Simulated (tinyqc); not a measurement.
Mesh and choice of bands: charge neutrality level from zone-averaged pseudopotential bands.

Empirical pseudopotential on the fcc lattice, atoms at +/- tau, tau = a (1,1,1)/8, no spin-orbit coupling. H(G,G') = c (2 pi/a)^2 |k + G|^2 delta + VS(q) cos(q.tau) + i VA(q) sin(q.tau), q = G - G', c = hbar^2/2m0; k and G in units of 2 pi/a; VS at |q|^2 = 3, 8, 11 and VA at 3, 4, 11, in rydberg, zero elsewhere. At each k the basis holds all G with |k + G|^2 up to 16; energies are counted from the fourth level at Gamma.

Mesh: k = sum_i (n_i + 1/2)/N b_i, n_i = 0 ... N - 1, b = (-1,1,1), (1,-1,1), (1,1,-1); points with the same sorted |kx|, |ky|, |kz| after folding to the shortest k + G are joined, with their count as weight. Neutrality (branch-point) level: E_N = (1/2) mean over k of [E5 + (E3 + E4)/2], E_n the n-th level from below.

Constants: hbar^2/2m0 = 3.80998211 eV angstrom^2; Ry = 13.60569312 eV.

Parameters, chosen for this exercise (out of a larger set: classic local form factors of the size used for GaAs, without spin-orbit coupling; not measured data): a = 5.655 angstrom (lattice constant); VS = (-0.227, 0.01, 0.061) Ry (symmetric form factors); VA = (0.069, 0.051, 0.011) Ry (antisymmetric form factors).

E_N with E5 alone, and with (E5 + E6)/2 in its place.

Results:

| N | joined points | E_N (eV) | E_N, two conduction bands (eV) |
|---|---|---|---|
| 1 | 1 | 0.3743 | 1.1857 |
| 2 | 2 | 0.3260 | 1.0231 |
| 3 | 6 | 0.5681 | 0.9342 |
| 4 | 10 | 0.5387 | 0.9475 |
| 5 | 19 | 0.5467 | 0.9391 |

What does the comparison show, and why?

For scale, the lowest gap of this set is 1.45 eV. Against N = 5 the errors are -172, -221, +21 and -8 meV for N = 1 to 4 (N = 1 is the L point alone). Taking the second conduction band in moves E_N by +0.39 eV, more than the mesh error at N = 2: the definition, not the mesh, limits the estimate. Local form factors place the indirect gaps only to a few tenths of an eV, and E_N moves with them.

Program tinyqc; command `OMP_NUM_THREADS=1 python tinyqc.py 1881238 1881239 out.jsonl`; about 0.08 s on one thread of a shared Intel(R) Xeon(R) Processor @ 2.30GHz.
